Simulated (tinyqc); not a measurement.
Inside a calculation. Method: plane-wave Kohn-Sham cycle with exchange-only LDA in a layered model solid. One step of it, computed by the program tinyqc.

Question. Iteration 1: potential. V_H(G) = 4 pi rho(G)/G^2 for G != 0 (uniform background); v_x = -(3 rho/pi)^(1/3); V = V_ext + V_H + v_x; Fourier components f(G_m) = (1/N) sum_j f(x_j) exp(-i G_m x_j).

A solid whose potential varies along x alone (atomic units):
```
parameter                      value
period a                   17.400000
cross-section of the cell  32.000000
electrons per cell                 2
grid points                       16
plane waves -n..n, n               2
k points                           3
V1 in V1 cos(2 pi x/a)     -0.450000
```

density at the start, on the grid x_j = j a/N (e/bohr^3): 0.00359195  0.00359195  0.00359195  0.00359195  0.00359195  0.00359195  0.00359195  0.00359195  0.00359195  0.00359195  0.00359195  0.00359195  0.00359195  0.00359195  0.00359195  0.00359195

Give: Potentials on the grid; V(G_m), m = 0, 1, 2, ....

Answer.

Potentials on the grid (hartree):
```
x        V_ext    V_H     v_x       V
0.000   -0.450  0.000  -0.151  -0.601
1.087   -0.416  0.000  -0.151  -0.567
2.175   -0.318  0.000  -0.151  -0.469
3.263   -0.172  0.000  -0.151  -0.323
4.350        0  0.000  -0.151  -0.151
5.438    0.172  0.000  -0.151   0.021
6.525    0.318  0.000  -0.151   0.167
7.612    0.416  0.000  -0.151   0.265
8.700    0.450  0.000  -0.151   0.299
9.787    0.416  0.000  -0.151   0.265
10.875   0.318  0.000  -0.151   0.167
11.963   0.172  0.000  -0.151   0.021
13.050       0  0.000  -0.151  -0.151
14.137  -0.172  0.000  -0.151  -0.323
15.225  -0.318  0.000  -0.151  -0.469
16.312  -0.416  0.000  -0.151  -0.567
```

V(G_m), m = 0, 1, 2, ... (hartree): -0.151  -0.225  0.000  0.000  0.000
